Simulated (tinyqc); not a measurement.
What each parameter does: six-band Luttinger-Kohn model with strain.

Six-band Luttinger-Kohn model in the basis |3/2,3/2>, |3/2,1/2>, |3/2,-1/2>, |3/2,-3/2>, |1/2,1/2>, |1/2,-1/2>, electron energies, zero at the top of the unstrained valence band. H = -[rows: (P+Q, -S, R, 0, -S/r2, r2 R); (-S*, P-Q, 0, R, -r2 Q, r32 S); (R*, 0, P-Q, S, r32 S*, r2 Q); (0, R*, S*, P+Q, -r2 R*, -S*/r2); (-S*/r2, -r2 Q, r32 S, -r2 R, P+Dso, 0); (r2 R*, r32 S*, r2 Q, -S/r2, 0, P+Dso)], r2 = sqrt(2), r32 = sqrt(3/2). Levels are twofold.

P = c g1 k^2 - av tr(e); Q = c g2 (kx^2 + ky^2 - 2 kz^2) - (b/2)(exx + eyy - 2 ezz); R = c sqrt3 [-g2 (kx^2 - ky^2) + 2i g3 kx ky] + (sqrt3/2) b (exx - eyy) - i d exy; S = 2 c sqrt3 g3 (kx - i ky) kz - d (exz - i eyz); c = hbar^2/2m0, e the strain tensor (not engineering shear).

s11 = (C11 + C12)/((C11 - C12)(C11 + 2 C12)), s12 = -C12/((C11 - C12)(C11 + 2 C12)), s44 = 1/C44; exx = s11 sxx + s12 (syy + szz) and cyclic, exy = s44 sxy/2; tension is positive. A uniaxial stress X along the unit vector n is s_ij = X n_i n_j.

Constants: hbar^2/2m0 = 3.80998211 eV angstrom^2.

Parameters, chosen for this exercise (near those of Ge; shifted at random, so the results belong to these values and not to a real crystal):
- Dso = 0.289 eV (spin-orbit splitting)
- g1 = 13.51 (Luttinger gamma1)
- g2 = 4.24 (gamma2)
- g3 = 5.72 (gamma3)
- av = 1.31 eV (valence hydrostatic potential)
- b = -2.7 eV (tetragonal shear potential)
- d = -5.49 eV (trigonal shear potential)
- C11 = 136.1 GPa
- C12 = 49 GPa
- C44 = 68.8 GPa
- load = uniaxial [100] (kind of stress)
- X = 2.08 GPa (stress)

Edges at k = 0 under a uniaxial [100] stress X and the curvature mass of the top pair along [100] (step 0.0002 1/angstrom).

Results for these values:

| case | top (eV) | second (eV) | third (eV) | mass (m0) |
|---|---|---|---|---|
| base | 0.0761 | -0.0205 | -0.3097 | 0.199 |

What happens to each result for b = -2.16 eV, all else kept?

Answer: top falls from 0.0761 to 0.0632; second rises from -0.0205 to -0.0193; third rises from -0.3097 to -0.2980; mass does not change at the printed digits.

The same for each parameter in turn:

| case | top (eV) | second (eV) | third (eV) | mass (m0) |
|---|---|---|---|---|
| base | 0.0761 | -0.0205 | -0.3097 | 0.199 |
| b = -2.16 eV | 0.0632 | -0.0193 | -0.2980 | 0.199 |
| av = 1.048 eV | 0.0738 | -0.0228 | -0.3121 | 0.199 |
| d = -4.392 eV | 0.0761 | -0.0205 | -0.3097 | 0.199 |
| g3 = 6.864 | 0.0761 | -0.0205 | -0.3097 | 0.199 |
| C11 = 163.32 GPa | 0.0596 | -0.0200 | -0.2972 | 0.199 |
| X = 2.496 GPa | 0.0913 | -0.0170 | -0.3214 | 0.199 |
| C12 = 58.8 GPa | 0.0834 | -0.0209 | -0.3193 | 0.199 |

The Luttinger parameters multiply k^2 and cannot move the edges; av shifts all edges alike and leaves the mass.

Run: tinyqc, `OMP_NUM_THREADS=1 python tinyqc.py 1051371 1051372 out.jsonl`; Intel(R) Xeon(R) Processor @ 2.30GHz, one thread, shared host; about 0.2 s of CPU time with all checks.
